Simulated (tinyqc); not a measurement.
AlGaN/GaN HEMT with access regions, lumped model: two steps of the calculation.

A polarisation-induced electron sheet under a Schottky gate, in series with two ungated access regions and contacts. Drift law v = mu E/(1 + mu E/vs) under the gate. Currents in mA/mm, resistances in ohm mm. No self-heating, no channel-length modulation; fits for polarisation, barrier and offset are chosen for the exercise.

Inputs (values chosen for the exercise); values close to those of AlGaN/GaN structures:
```
symbol  value        unit                                               meaning
x        0.19                                    aluminium share of the barrier
d          25          nm                                     barrier thickness
eps_r     9.3                      relative permittivity of barrier and channel
mu       1300  cm^2/(V s)                                      channel mobility
vs      1.4e7        cm/s                                   saturation velocity
Lg        1.5          um                                           gate length
Ls          2          um                                  source access length
Ld         16          um                                   drain access length
Rc       0.55      ohm mm                            resistance of each contact
ft       0.25              share of the drain-access electrons removed by traps
Vg          0           V                                          gate voltage
Vd          4           V                                         drain voltage
```

Constants: q = 1.602176634e-19 C, eps0 = 8.8541878128e-14 F/cm where lengths are in cm. Results are converted to the units shown.

Question 1. Polarisation charge, threshold and sheet resistance. sigma = (5e13 x + 1.6e13 x^2) cm^-2, phiB = 0.84 + 1.3 x, dEc = 0.7 (1.71 x + x^2) in volts, Cb = eps0 eps_r/d, VT = phiB - dEc - q sigma/Cb, access density n0 = -Cb VT/q. Rsh = 1/(q mu n0); largest access current q n0 vs.

Wanted: sigma; Cb; VT; n0; Rsh; q n0 vs.

Answer 1.

sigma = 1.008e13 cm^-2
Cb = 0.3294 uF/cm^2
VT = -4.068 V
n0 = 8.362e12 cm^-2
Rsh = 574.1 ohm
q n0 vs = 1876 mA/mm

Question 2. Drain current. Access resistance R(L, n) = L/(q mu n sqrt(1 - (I/(q n vs))^2)); Rs = Rc + R(Ls, n0), Rd = Rc + R(Ld, (1 - ft) n0). Vg' = Vg - I Rs, Vd' = Vd - I (Rs + Rd); with u = Vg' - VT, Vc = vs Lg/mu and w the smaller of Vd' and Vc [sqrt(1 + 2 u/Vc) - 1] (0 if negative), the channel gives (mu Cb/Lg)(u w - w^2/2)/(1 + w/Vc). I(new) = I + 0.1 (channel current - I).

I after iteration 1 = 238.74537 mA/mm
VT = -4.0677286 V
Cb = 0.32937579 uF/cm^2
n0 = 8.3624444e12 cm^-2

Give: Rs; Rd; Vg'; Vd'; channel current; I after iteration 2.

Answer 2.

Rs = 1.708 ohm mm
Rd = 12.98 ohm mm
Vg' = -0.4077 V
Vd' = 0.4937 V
channel current = 368.4 mA/mm
I after iteration 2 = 251.7 mA/mm

tinyqc, about 0.04 s, one thread, Intel Xeon 2.30GHz (shared host): `OMP_NUM_THREADS=1 python tinyqc.py 2570133 2570134 out.jsonl`
